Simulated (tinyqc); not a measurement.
Worked calculation: tight binding, kagome lattice. One step of it, computed by the program tinyqc.

Problem. Levels at K. Diagonalise the Hermitian matrix.

H(k) at K (eV), lower triangle (Hermitian):
```
                     A                    B         C
A             0.000000
B  -0.545000-0.943968i             0.000000
C  -0.545000+0.943968i  -0.545000-0.943968i  0.160000
```

Give: eigenvalues; weights |c|^2 of the basis functions.

Solution.

eigenvalues (eV): -1.090  -0.985  2.235

weights |c|^2 of the basis functions:
```
   band 1  band 2  band 3
A   0.500   0.178   0.322
B   0.500   0.178   0.322
C   0.000   0.644   0.356
```
